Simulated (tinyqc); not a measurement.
Electron-beam lithography: double-Gaussian proximity function, edge placement and dose correction for parallel lines: one step, computed by the program tinyqc. Command: `OMP_NUM_THREADS=1 python tinyqc.py 3110064 3110065 out.jsonl proximity walk`. One thread of a shared host (Intel(R) Xeon(R) Processor @ 2.30GHz), about 0.01 s of CPU time with the checks.

Lines are infinitely long. Absorbed energy is counted so that the middle of a very large area written at dose 1 receives 1; the resist develops where it exceeds 1/2.

Task: Interaction matrix. f(r) = [exp(-r^2/alpha^2)/alpha^2 + eta exp(-r^2/beta^2)/beta^2]/(pi (1 + eta)). A line from a to b at dose d gives E(x) = d [S(alpha) + eta S(beta)]/(1 + eta), S(s) = [erf((b - x)/s) - erf((a - x)/s)]/2. M_ij is the mean of E at the two edges of line i from line j at dose 1.

Inputs (values chosen for the exercise, of the order of those for 10 keV electrons in resist on silicon): forward range alpha = 0.0085 micrometre; backscatter range beta = 1.2 micrometre; backscatter ratio eta = 0.58.

Lines (micrometre):
```
line,left edge,right edge,centre
1,0.000,0.049,0.0245
2,0.119,0.149,0.1340
3,0.329,0.539,0.4340
4,0.628,0.666,0.6470
```

Give: M.

Result:

M:
```
,1,2,3,4
1,0.3249,0.0051,0.0322,0.0050
2,0.0084,0.3216,0.0340,0.0055
3,0.0075,0.0048,0.3523,0.0063
4,0.0065,0.0043,0.0350,0.3230
```
